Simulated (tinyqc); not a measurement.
# Worked calculation: one-sided p+-n junction, ionisation integral and breakdown

Computed by the program tinyqc: `OMP_NUM_THREADS=1 python tinyqc.py 2120018 2120019 out.jsonl`, one thread of a shared Intel Xeon 2.30GHz, about 0.03 s for the whole run. Printed values are rounded.

A p+ layer at x < 0 and an n drift layer from x = 0. Depletion approximation, built-in voltage neglected. Local ionisation coefficients alpha_n = an exp(-(bn/E)^mx), alpha_p = ap exp(-(bp/E)^mx). Electrons move towards +x, holes towards x = 0.

Parameters, values chosen for the exercise; material values close to those of silicon:
```
symbol   value   unit                                           meaning
eps_r     11.6                                    relative permittivity
an       7.1e5   1/cm  prefactor of the electron ionisation coefficient
bn      1.17e6   V/cm                      field constant for electrons
ap      1.63e6   1/cm      prefactor of the hole ionisation coefficient
bp      1.92e6   V/cm                          field constant for holes
mx           1                                                 exponent
N       4.7e16  cm^-3                  donor density of the drift layer
V         13.3      V                                   reverse voltage
fr         0.4         share of the depleted width that the grid covers
```

Constants: q = 1.602176634e-19 C, eps0 = 8.8541878128e-14 F/cm where lengths are in cm. Results are converted to the units shown.

Range of the model: Breakdown comes at under 28 V, so the built-in voltage left out is a few per cent of it or more.

## Field and ionisation coefficients on a grid

W = sqrt(2 eps0 eps_r V/(q N)), peak field E0 = q N W/(eps0 eps_r), falling linearly to 0 at W. Grid: 14 equal steps from 0 to fr W.

W = 0.6023377 um

| point | x (um) | E (kV/cm) | alpha_n (1/cm) | alpha_p (1/cm) |
|---|---|---|---|---|
| 0 | 0.0000000 | 441.6127 | 50193.46 | 21086.53 |
| 1 | 0.0172096 | 428.9952 | 46430.75 | 18555.40 |
| 2 | 0.0344193 | 416.3777 | 42747.74 | 16202.05 |
| 3 | 0.0516289 | 403.7602 | 39154.11 | 14027.75 |
| 4 | 0.0688386 | 391.1427 | 35659.99 | 12032.86 |
| 5 | 0.0860482 | 378.5252 | 32275.92 | 10216.64 |
| 6 | 0.1032579 | 365.9077 | 29012.80 | 8577.223 |
| 7 | 0.1204675 | 353.2902 | 25881.79 | 7111.473 |
| 8 | 0.1376772 | 340.6727 | 22894.19 | 5814.919 |
| 9 | 0.1548868 | 328.0552 | 20061.28 | 4681.700 |
| 10 | 0.1720965 | 315.4377 | 17394.13 | 3704.522 |
| 11 | 0.1893061 | 302.8202 | 14903.34 | 2874.671 |
| 12 | 0.2065158 | 290.2027 | 12598.77 | 2182.059 |
| 13 | 0.2237254 | 277.5851 | 10489.16 | 1615.329 |
| 14 | 0.2409351 | 264.9676 | 8581.695 | 1162.029 |

## Ionisation integrals by the trapezoid rule

G(x) = integral from 0 to x of (alpha_n - alpha_p); I_n = integral of alpha_n exp(-G) (electrons injected at x = 0), I_p = integral of alpha_p exp(G(end) - G) (holes injected at the far edge); M = 1/(1 - I). All integrals by the trapezoid rule on the grid.

| point | G | alpha_n exp(-G) (1e4 1/cm) |
|---|---|---|
| 0 | 0.0000000 | 5.019346 |
| 1 | 0.0490322 | 4.420906 |
| 2 | 0.0958606 | 3.884020 |
| 3 | 0.1403235 | 3.402794 |
| 4 | 0.1822750 | 2.971804 |
| 5 | 0.2215874 | 2.586095 |
| 6 | 0.2581535 | 2.241171 |
| 7 | 0.2918894 | 1.932985 |
| 8 | 0.3227374 | 1.657915 |
| 9 | 0.3506677 | 1.412751 |
| 10 | 0.3756812 | 1.194666 |
| 11 | 0.3978113 | 1.001190 |
| 12 | 0.4171252 | 0.830182 |
| 13 | 0.4337244 | 0.679793 |
| 14 | 0.4477446 | 0.548429 |

I_n = 0.5335018
I_p = 0.2695980
M_n = 2.143631
M_p = 1.369109

A grid of 1500 steps over the whole width gives I_n = 0.5642 and I_p = 0.2862; the coarse I_n is 5.4 % below and the coarse I_p 5.8 % below those values. Electrons multiply more: on this coarse grid M - 1 is 3.10 times as large for them.

## Breakdown voltage by secant steps

G(x) = integral from 0 to x of (alpha_n - alpha_p); I_n = integral of alpha_n exp(-G) (electrons injected at x = 0), I_p = integral of alpha_p exp(G(end) - G) (holes injected at the far edge); M = 1/(1 - I). Secant steps on ln I_n(V) = 0 with the integrals on a fine grid (1500 steps), from the points V = 15.4 and 17.4 V; stop when the step is below 1e-7 of V.

Course of the iteration:

| step | V (V) | I_n | change of V (V) |
|---|---|---|---|
| 1 | 17.4 | 0.8857459 | 1.23 |
| 2 | 18.63138 | 0.9842183 | 0.186 |
| 3 | 18.81719 | 0.9991312 | 0.0107 |
| 4 | 18.82793 | 0.9999935 | 8.03e-5 |
| 5 | 18.82801 | 1.000000 | 3.27e-8 |

Breakdown at 18.828 V, with a peak field of 525.4 kV/cm and W = 0.7167 um. The integral for holes reaches 1 at the same voltage.
